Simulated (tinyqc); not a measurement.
## Internal loss and injection efficiency from two cavity lengths

Problem. The differential efficiency of both facets obeys 1/eta_d = (1/eta)[1 + 2 ai Lc/ln(1/(R1 R2))]. Find eta and ai.

Parameters, values chosen for the exercise:
- R1 = 0.32 (front reflectance)
- R2 = 0.32 (back reflectance)

differential efficiency at Lc = 1000 and 2500 um: [0.32808927, 0.17711048]

Solution. 1/eta_d is linear in Lc: the intercept is 1/eta, and slope over intercept is 2 ai/ln(1/(R1 R2)).

eta = 0.760
ai = 15.0 1/cm

Program tinyqc, `OMP_NUM_THREADS=1 python tinyqc.py 2840123 2840124 out.jsonl`; Intel Xeon 2.30GHz, shared host, one thread, about 0.02 s.
